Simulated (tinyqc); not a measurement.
Hueckel theory of the pi electrons with the omega technique, for the molecule [CH2]c1ccccn1 (SMILES; centres numbered as the heavy atoms are written), step by step. Computed by tinyqc, a small Python program that keeps every step. Settings: charge = 0, omega = 1.0, damping = 0.3. Command: `OMP_NUM_THREADS=1 python tinyqc.py 26246 26247 out.jsonl` (the two numbers bound the seeds that draw the settings). One thread of a shared host (Intel(R) Xeon(R) Processor @ 2.60GHz), about 0.01 s of CPU time with the checks.

## The Hueckel matrix

Centres:
```
centre  z_r, pi electrons of the neutral centre       h
1C                                            1  0.0000
2C                                            1  0.0000
3C                                            1  0.0000
4C                                            1  0.0000
5C                                            1  0.0000
6C                                            1  0.0000
7N                                            1  0.5000
```

Bonds:
```
i  j       k
1  2       1
2  3       1
3  4       1
4  5       1
5  6       1
6  7       1
7  2  1.0000
```

H_rr = alpha + h_r beta, H_rs = k_rs beta for bonded centres.

Hueckel matrix in units of beta (H = alpha + beta A), lower triangle:
```
        1C      2C      3C      4C      5C      6C      7N
1C  0.0000
2C  1.0000  0.0000
3C  0.0000  1.0000  0.0000
4C  0.0000  0.0000  1.0000  0.0000
5C  0.0000  0.0000  0.0000  1.0000  0.0000
6C  0.0000  0.0000  0.0000  0.0000  1.0000  0.0000
7N  0.0000  1.0000  0.0000  0.0000  0.0000  1.0000  0.5000
```

## Orbitals, round 1

pi electrons, sum of z_r less the charge = 7

Diagonalise; E = alpha + x beta with beta < 0, so the largest x are filled first; degenerate levels share their electrons. P = sum n_i c_ri c_si; each orbital has its largest coefficient positive (the first on a tie).

x values: 2.2046  1.2727  1.1269  0.0700  -0.8855  -1.2549  -2.0338

occupations: 2.0000  2.0000  2.0000  1.0000  0.0000  0.0000  0.0000

coefficients:
```
       MO1      MO2      MO3      MO4      MO5      MO6      MO7
1C  0.2247  -0.3543   0.1598   0.7496  -0.1067  -0.4070  -0.2441
2C  0.4953  -0.4509   0.1801   0.0525   0.0945   0.5107   0.4964
3C  0.3614   0.0060   0.5331  -0.3794   0.4753  -0.1582  -0.4361
4C  0.3015   0.4585   0.4207  -0.0790  -0.5154  -0.3121   0.3906
5C  0.3032   0.5776  -0.0591   0.3739  -0.0189   0.5500  -0.3583
6C  0.3670   0.2765  -0.4872   0.1052   0.5322  -0.3780   0.3381
7N  0.5059  -0.2256  -0.4900  -0.3665  -0.4523  -0.0757  -0.3294
```

charge and bond-order matrix P, lower triangle:
```
         1C       2C       3C       4C       5C      6C      7N
1C   0.9649
2C   0.6389   0.9649
3C   0.0441   0.5247   0.9737
4C  -0.1142   0.0326   0.7019   0.9624
5C  -0.0116  -0.2220   0.0214   0.6333   0.9978
6C  -0.1079  -0.0557  -0.2907   0.0567   0.6389  0.9082
7N  -0.0441   0.5090  -0.0203  -0.2851  -0.0329  0.6855  1.2281
```

## Omega technique, round 1

h_r = h_r(0) + omega q_r, omega = 1, with q_r = z_r - P_rr; 0.3 of the old diagonal is kept.

matrix after round 1, lower triangle:
```
        1C      2C      3C      4C      5C      6C      7N
1C  0.0246
2C  1.0000  0.0246
3C  0.0000  1.0000  0.0184
4C  0.0000  0.0000  1.0000  0.0263
5C  0.0000  0.0000  0.0000  1.0000  0.0015
6C  0.0000  0.0000  0.0000  0.0000  1.0000  0.0643
7N  0.0000  1.0000  0.0000  0.0000  0.0000  1.0000  0.3403
```

## Orbitals, round 2

As before.

x values: 2.1879  1.2872  1.1133  0.0654  -0.8905  -1.2333  -2.0299

occupations: 2.0000  2.0000  2.0000  1.0000  0.0000  0.0000  0.0000

coefficients:
```
       MO1      MO2      MO3      MO4      MO5      MO6      MO7
1C  0.2298  -0.3833   0.0800   0.7535  -0.0657  -0.4035  -0.2428
2C  0.4971  -0.4840   0.0871   0.0307   0.0601   0.5076   0.4989
3C  0.3767  -0.0717   0.5199  -0.3771   0.4865  -0.1393  -0.4294
4C  0.3201   0.3930   0.4822  -0.0484  -0.5023  -0.3332   0.3807
5C  0.3153   0.5672   0.0042   0.3752  -0.0259   0.5590  -0.3533
6C  0.3693   0.3363  -0.4775   0.0724   0.5254  -0.3571   0.3371
7N  0.4689  -0.1560  -0.5051  -0.3751  -0.4758  -0.0956  -0.3527
```

charge and bond-order matrix P, lower triangle:
```
         1C       2C       3C       4C       5C      6C      7N
1C   0.9800
2C   0.6366   0.9789
3C   0.0271   0.5229   0.9770
4C  -0.1136   0.0203   0.7045   0.9812
5C  -0.0066  -0.2233   0.0190   0.6336   0.9832
6C  -0.1099  -0.0393  -0.2939   0.0368   0.6376  0.9602
7N  -0.0283   0.5177  -0.0081  -0.2913  -0.0263  0.6967  1.1395
```

## Omega technique, round 2

As before.

matrix after round 2, lower triangle:
```
        1C      2C      3C      4C      5C      6C      7N
1C  0.0213
2C  1.0000  0.0222
3C  0.0000  1.0000  0.0217
4C  0.0000  0.0000  1.0000  0.0210
5C  0.0000  0.0000  0.0000  1.0000  0.0122
6C  0.0000  0.0000  0.0000  0.0000  1.0000  0.0471
7N  0.0000  1.0000  0.0000  0.0000  0.0000  1.0000  0.3545
```

## Convergence

Each round sets h_r = h_r(0) + omega (z_r - P_rr), keeping the share named as damping of the old diagonal; repeat until output and input diagonals agree to 1e-6.

Rounds:
```
round  sum n x  largest |h(out) - h(in)|
1       9.2784                  2.28e-01
2       9.2421                  2.45e-02
3       9.2450                  4.05e-03
4       9.2444                  8.67e-04
5       9.2445                  1.86e-04
6       9.2445                  4.33e-05
7       9.2445                  1.02e-05
8       9.2445                  2.38e-06
9       9.2445                  5.55e-07
```

Converged in 9 rounds.

## Energy, charges, bond orders

final x values: 2.1887  1.2873  1.1126  0.0672  -0.8924  -1.2336  -2.0298

occupations: 2.0000  2.0000  2.0000  1.0000  0.0000  0.0000  0.0000

final P, lower triangle:
```
         1C       2C       3C       4C       5C      6C      7N
1C   0.9776
2C   0.6367   0.9772
3C   0.0286   0.5232   0.9794
4C  -0.1134   0.0214   0.7041   0.9772
5C  -0.0071  -0.2234   0.0177   0.6338   0.9897
6C  -0.1100  -0.0394  -0.2935   0.0381   0.6375  0.9508
7N  -0.0293   0.5170  -0.0106  -0.2909  -0.0257  0.6962  1.1479
```

E = sum n x; q_r = z_r - P_rr; bond order p = P_rs; free valence = sqrt(3) - sum of p over the bonds of the atom.

pi energy = 7 alpha + this times beta = 9.2445

pi charges: 1C 0.0224, 2C 0.0228, 3C 0.0206, 4C 0.0228, 5C 0.0103, 6C 0.0492, 7N -0.1479

Bond orders and lengths from R = 1.517 - 0.180 p (angstrom, C-C alone):
```
bond       p       R
1-2   0.6367  1.4024
2-3   0.5232  1.4228
3-4   0.7041  1.3903
4-5   0.6338  1.4029
5-6   0.6375  1.4023
6-7   0.6962       -
7-2   0.5170       -
```

free valence of the carbons: 1C 1.0954, 2C 0.0551, 3C 0.5047, 4C 0.3942, 5C 0.4608, 6C 0.3984

gap between the highest filled and the next level = 0.9596 |beta|
